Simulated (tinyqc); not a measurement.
## Phonon and roughness prefactors from two fields

Question. At 300 K and high field 1/mu = E^(1/3)/Ap + E^gs/As, E in MV/cm. Find Ap and As.

Inputs (values chosen for the exercise): exponent of the roughness term gs = 2.

mu at E = 0.51 and 0.91 MV/cm (cm^2/(V s)): [469.28029, 332.41961]

Answer. Two linear equations in 1/Ap and 1/As.

Ap = 417.0 cm^2/(V s)
As = 1210 cm^2/(V s)

Numbers from tinyqc (`OMP_NUM_THREADS=1 python tinyqc.py 2510009 2510010 out.jsonl`; about 0.01 s on one thread of a shared Intel Xeon 2.30GHz).
